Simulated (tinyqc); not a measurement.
Inside a calculation: two electrons on one impurity (helium-like model). Values are carried at full precision from step to step, so a last printed digit may differ when a step is redone from the rounded ones.

Units Ha* = 2 Ry m/eps^2 and a* = a0 eps/m. One electron is bound by Z^2/2. Two electrons in the singlet built from exp(-a r) and exp(-b r): S = 8 (ab)^(3/2)/(a + b)^3, h_aa = a^2/2 - Z a, h_bb alike, h_ab = S (ab/2 - Z (a + b)/2), J = ab (a^2 + 3ab + b^2)/(a + b)^3, K = 20 (ab)^3/(a + b)^5, E = (h_aa + h_bb + 2 S h_ab + J + K)/(1 + S^2). For a = b this is a^2 - 2 Z a + 5a/8. Real double donors are deeper, since the central cell is left out.

Constants: Ry = 13.60569312 eV; a0 (Bohr radius) = 0.5291772105 angstrom.

Values chosen for the exercise (near those of impurities in 3C SiC; not measured data):
```
symbol  value         unit  meaning
m       0.359         m0    one mean mass
eps     9.8                 dielectric constant
Z       2                   effective charge (1: D- centre, 2: double donor; other values mimic a central cell)
ab      (2.29, 1.16)  1/a*  trial exponents a, b
```

## Units and equal orbitals

Give Ha*, a*, the best common exponent Z - 5/16, E = -(Z - 5/16)^2, and the binding of the second electron -Z^2/2 - E.

Ha* = 101.717 meV
a* = 14.45 angstrom
exponent = 1.6875
E with equal orbitals = -2.84766 Ha*
binding of the second electron = 86.22 meV

The first electron is bound by 203.4 meV, 2.36 times as much as the second.

## Unequal orbitals

Evaluate the integrals and E.

S, h_aa, h_bb, h_ab, J, K: 0.84348  -1.95795  -1.64720  -1.78969  0.94181  0.76703

E = -2.87208 Ha*

This lies 0.0244 Ha* below the best equal-orbital value -(Z - 5/16)^2.

## The minimum over a and b

Give a, b, E, both binding energies and U, their difference.

a, b (1/a*): 2.183  1.189

E = -2.87566 Ha*

binding of the first and second electron (meV): 203.43  89.07

U = 114.36 meV

Letting one electron stay close and the other roam (decay lengths 7 and 12 angstrom) gains 2.85 meV. The exact value for Z = 2 is -2.90372, 2.85 meV lower.

## Checks

- Minimum for Z = 1 against the known -0.51330: both -0.51330.
- Minimum for Z = 2 against the known -2.87566: both -2.87566.

(tinyqc, `OMP_NUM_THREADS=1 python tinyqc.py 1281086 1281087 out.jsonl`, Intel(R) Xeon(R) Processor @ 2.30GHz, 1 thread, shared host, about 0.04 s.)
